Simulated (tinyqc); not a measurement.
Worked calculation: UHF in the sto-3g basis, for BeH2, spin multiplicity 1. This run ends on a higher stationary point, not on the lowest solution. One step of it, computed by the program tinyqc.

Problem. Orthogonalisation. S = U s U^T; symmetric (Loewdin) form X = U s^(-1/2) U^T, so that X^T S X = 1.

overlap S, lower triangle:
```
,1Be 1s,1Be 2s,1Be 2px,1Be 2py,1Be 2pz,2H 1s,3H 1s
1Be 1s,1.000000
1Be 2s,0.259517,1.000000
1Be 2px,0.000000,0.000000,1.000000
1Be 2py,0.000000,0.000000,0.000000,1.000000
1Be 2pz,0.000000,0.000000,0.000000,0.000000,1.000000
2H 1s,0.021860,0.271443,0.000000,0.354489,0.021525,1.000000
3H 1s,0.018167,0.247518,0.000000,-0.328372,0.019953,0.002903,1.000000
```

Give: eigenvalues of S; X.

Solution.

eigenvalues of S: 0.5110  0.5684  0.9660  1.0000  1.0084  1.4544  1.4918

X, lower triangle:
```
,1Be 1s,1Be 2s,1Be 2px,1Be 2py,1Be 2pz,2H 1s,3H 1s
1Be 1s,1.0280
1Be 2s,-0.1443,1.0870
1Be 2px,0.0000,0.0000,1.0000
1Be 2py,-0.0009,0.0078,0.0000,1.1065
1Be 2pz,-0.0007,0.0047,0.0000,0.0006,1.0004
2H 1s,0.0187,-0.1554,0.0000,-0.2114,-0.0120,1.0901
3H 1s,0.0175,-0.1374,0.0000,0.1926,-0.0108,-0.0259,1.0746
```
